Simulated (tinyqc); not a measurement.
Inside a calculation: exchange-split free-electron bands and tunnelling magnetoresistance. Values are carried at full precision from step to step, so a last printed digit may differ when a step is redone from the rounded ones.

Majority and minority bands E = c k^2/m -/+ Dx/2, c = hbar^2/2m0, so k_up = sqrt(m (EF + Dx/2)/c), k_dn = sqrt(m (EF - Dx/2)/c); n_s = k_s^3/(6 pi^2), D_s = m k_s/(4 pi^2 c).

Constants: hbar^2/2m0 = 3.80998211 eV angstrom^2.

Values chosen for the exercise:
- EF = 5.82 eV (Fermi energy above the mean band bottom)
- Dx = 6.37 eV (exchange splitting)
- m = 1.22 m0 (mass in the electrodes)
- mb = 0.58 m0 (mass in the barrier)
- phi = 2.19 eV (barrier height above EF)
- d = 10.4 angstrom (barrier thickness)

## The two Fermi spheres

Give k_s, n_s, D_s, the moment per electron (n_up - n_dn)/n and three polarisations: of D, of D v and of D v^2 (v proportional to k).

k_up, k_dn (1/angstrom): 1.6981  0.9186

n_up, n_dn (1/angstrom^3): 0.08269  0.01309

D_up, D_dn (1/(eV angstrom^3)): 0.01377  0.00745

moment per electron = 0.7267 muB

polarisations: D 0.2979, D v 0.5473, D v^2 0.7267

The three numbers differ although they describe one band structure: each probe (density of states, ballistic current, diffusive current) weights the velocity differently.

## Transmissions

Barrier: kappa = sqrt(mb phi/c), c = hbar^2/2m0. With a = k1/m, b = k2/m, w = kappa/mb, the transmission at normal incidence is T(k1, k2) = 4 a b w^2/[w^2 (a + b)^2 + (w^2 + a^2)(w^2 + b^2) sinh^2(kappa d)]. Parallel: G_P = T(up, up) + T(dn, dn); antiparallel: G_AP = 2 T(up, dn); TMR = (G_P - G_AP)/G_AP. Julliere: TMR = 2 P^2/(1 - P^2). Slonczewski factor: P_eff = P_k (w^2 - a_up a_dn)/(w^2 + a_up a_dn), P_k = (k_up - k_dn)/(k_up + k_dn).

Evaluate kappa and the three T.

kappa = 0.5774 1/angstrom
kappa d = 6.005

T: up-up 2.179e-05, dn-dn 2.253e-05, up-dn 2.216e-05

The minority channel transmits more, by a factor 1.03; the common factor exp(-2 kappa d) is 6.08e-06.

## Magnetoresistance

From the T, and from the Julliere formula with P_k and with P_eff.

TMR from T = 0.01 %
P_k = 0.2979
P_eff = -0.0083
Julliere with P_k = 19.48 %
Julliere with P_eff = 0.01 %

The interface factor is -0.028: it reverses the sign of the tunnelling polarisation. The plain Julliere value lies 19.5 points above the result and the one with P_eff 0.00 points from it. Symmetry filtering in crystalline barriers, which gives far larger values, is outside this model.

## Checks

- TMR of a thick barrier against the Julliere formula with P_eff: both 0.0001384.

Computed by tinyqc, a small Python program: `OMP_NUM_THREADS=1 python tinyqc.py 1680328 1680329 out.jsonl` (the numbers bound the seed that draws the inputs); one thread of a shared host (Intel(R) Xeon(R) Processor @ 2.30GHz), about 0.01 s for the whole set of steps.
